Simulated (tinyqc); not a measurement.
Hubbard ring of 3 sites, step by step. One step of it, computed by the program tinyqc.

Problem. Mean-field iteration 1. H(up) = T + U n(down), H(down) = T + U n(up); fill the lowest levels; n(new) = n + mixing (n(out) - n); E = tr T (rho up + rho down) + U sum n_up n_down of the output.

one-body matrix (hopping and site energies) (eV), lower triangle:
```
,1,2,3
1,0.960000
2,-1.550000,-0.160000
3,-1.550000,-1.550000,-0.630000
```

U = 6.900000 eV

electrons, up and down: 2  1

mixing = 0.200000

n(up) at the start (a guess, not normalised): 1 0.717000, 2 0.617000, 3 0.717000

n(down) at the start (a guess): 1 0.283000, 2 0.383000, 3 0.283000

Give: levels, up; levels, down; energy; n(up) after iteration 1; n(down) after iteration 1.

Solution.

levels, up (eV): -0.9632  3.4029  4.2784

levels, down (eV): 1.5513  5.7576  7.0129

energy = -0.0584 eV

n(up) after iteration 1: 1 0.6470, 2 0.6224, 3 0.7714

n(down) after iteration 1: 1 0.2668, 2 0.3904, 3 0.3020
